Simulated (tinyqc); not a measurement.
## Channel resistance from two points of the on-state curve

Question. In the p-i-n model Von = V1 + 2 Vt ln(J/(1 A/cm^2)) + J Rch, with V1 independent of J. Find Rch and V1.

Values chosen for this exercise: temperature T = 400 K.

Constants: q = 1.602176634e-19 C, kB = 1.380649e-23 J/K, Vt = kB T/q. Results are converted to the units shown.

Von at J = 50 and 150 A/cm^2 (V): 0.95490718  1.1606440

Solution. Remove the logarithmic junction term; the rest is linear in J.

Rch = 1.300 mohm cm^2
V1 = 0.6202 V

tinyqc, about 0.01 s, one thread, Intel Xeon 2.30GHz (shared host): `OMP_NUM_THREADS=1 python tinyqc.py 2590061 2590062 out.jsonl`
